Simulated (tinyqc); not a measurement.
Straight dislocations in isotropic elasticity: fields, energies, partials, Peierls stress and walls: one step, computed by the program tinyqc.

The line runs along z, the glide plane is y = 0, and beta is the angle between b and the line (0 screw, 90 degrees edge): b_e = b sin(beta) along +x with the extra half plane at y > 0, b_s = b cos(beta). Stress is positive in tension.

Problem. Line energy and line tension. Energy factor K = G [cos^2(beta) + sin^2(beta)/(1 - nu)]. E = K b^2/(4 pi) ln(R/r0) with R = 1/(2 sqrt(rho)); tension T = E + d^2E/d(beta)^2 = G b^2 [1 + nu - 3 nu sin^2(beta)]/(4 pi (1 - nu)) ln(R/r0). The core energy is taken into r0.

Inputs (values chosen for the exercise, modelled on copper):

| quantity | value | unit |
|---|---|---|
| shear modulus G | 48.8 | GPa |
| Poisson ratio nu | 0.345 | - |
| Burgers vector b | 2.556 | angstrom |
| dislocation density rho | 6.4e+10 | 1/m^2 |
| core radius r0/b | 2 | - |

Character: 60-degree.

Constants: 1 eV/angstrom^3 = 160.2176634 GPa.

Give: energy factor K; ln(R/r0); line energy E; line tension T; stored energy rho E.

Solution.

energy factor K = 68.08 GPa

ln(R/r0) = 8.260

line energy E = 18.25 eV/nm

line tension T = 11.36 eV/nm

stored energy rho E = 0.1871 kJ/m^3

T/E = 0.62: bowing turns parts of the line towards the cheaper screw character, so it is soft.
